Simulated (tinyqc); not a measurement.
# Changing the step factor eta

Model: geometry relaxation of a small cluster. Computed by tinyqc, a small Python program. Command: `OMP_NUM_THREADS=1 python tinyqc.py 3023538 3023539 out.jsonl relax sweep`. One thread of a shared host (Intel(R) Xeon(R) Processor @ 2.30GHz), about 0.03 s of CPU time with the checks.

E = sum_(i<j) phi(r_ij), phi(r) = eps [exp(-2 alpha (r - r0)) - 2 exp(-alpha (r - r0))]; the force on i is -sum_j phi'(r_ij) (R_i - R_j)/r_ij.

Inputs (values chosen for the exercise, for model atoms): length r0 = 2.75 angstrom; well depth eps = 0.75 eV; stiffness alpha = 1.64 1/angstrom; largest number of steps = 500.

Potential: Morse. Method: BFGS.

starting positions (angstrom), rows atom 1, atom 2, atom 3, atom 4, atom 5, columns x, y, z:
```
[[-0.08, 0.09, 0.15],
 [2.95, -0.01, -0.23],
 [1.46, 2.61, 0.15],
 [1.11, 0.63, 2.29],
 [1.5, 0.7, -2.42]]
```

Method:
- BFGS: R(new) = R + B F with the inverse Hessian B = eta 1 at first; with s = R(new) - R, y = F - F(new), rho = 1/(y.s): B(new) = (1 - rho s y^T) B (1 - rho y s^T) + rho s s^T, skipped if y.s is not positive.
- No atom moves more than 0.3 angstrom a step (the whole step is scaled). Stop when the largest force component is below 1e-5 eV/angstrom.
- Hessian at the final positions by central differences of the forces; six eigenvalues vanish (translations and rotations). Steepest descent is stable for eta below 2/lambda_max and contracts the softest mode by 1 - eta lambda_min a step.

One run for each value:
```
step factor eta (angstrom^2/eV)  steps  final energy (eV)  largest stable eta (angstrom^2/eV)
0.016                               35            -6.8367                             0.11623
0.023                               29            -6.8367                             0.11623
0.033                               28            -6.8367                             0.11623
0.049                               23            -6.8367                             0.11623
0.071                               19            -6.8367                             0.11623
0.100                               15            -6.8367                             0.11623
0.150                               13            -6.8367                             0.11623
0.220                               13            -6.8367                             0.11623
0.320                               16            -6.8367                             0.11623
```

Describe and explain the trends.

Over the rows, steps goes from 35.0 through a minimum among these rows, 13.0 at 0.150, to 16.0. The final energy is the same in every row; the largest stable eta for plain steepest descent is 0.116.

Extremes, crossings and ranges named in words are read from the listed rows.
